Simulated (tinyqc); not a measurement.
Worked calculation: plane-wave Kohn-Sham cycle with exchange-only LDA in a layered model solid. One step of it, computed by the program tinyqc.

Problem. Iteration 1: Hamiltonian at one k. H(m,m') = (k + G_m)^2/2 delta + V(G_m - G_m'), with V(-G) = V(G).

A solid whose potential varies along x alone (atomic units):
```
parameter                      value
period a                   16.600000
cross-section of the cell  30.000000
electrons per cell                 4
grid points                       16
plane waves -n..n, n               3
k points                           4
V1 in V1 cos(2 pi x/a)     -0.620000
```

V(G_m), m = 0, 1, 2, ... (hartree): [-0.197212, -0.310000, 0.000000, 0.000000, 0.000000, 0.000000, 0.000000]

k = 0.125000 2 pi / a

Give: H.

Solution.

H (hartree), order -3, -2, -1, +0, +1, +2, +3:
```
[[0.3949, -0.3100, 0.0000, 0.0000, 0.0000, 0.0000, 0.0000],
 [-0.3100, 0.0546, -0.3100, 0.0000, 0.0000, 0.0000, 0.0000],
 [0.0000, -0.3100, -0.1424, -0.3100, 0.0000, 0.0000, 0.0000],
 [0.0000, 0.0000, -0.3100, -0.1961, -0.3100, 0.0000, 0.0000],
 [0.0000, 0.0000, 0.0000, -0.3100, -0.1066, -0.3100, 0.0000],
 [0.0000, 0.0000, 0.0000, 0.0000, -0.3100, 0.1263, -0.3100],
 [0.0000, 0.0000, 0.0000, 0.0000, 0.0000, -0.3100, 0.5023]]
```
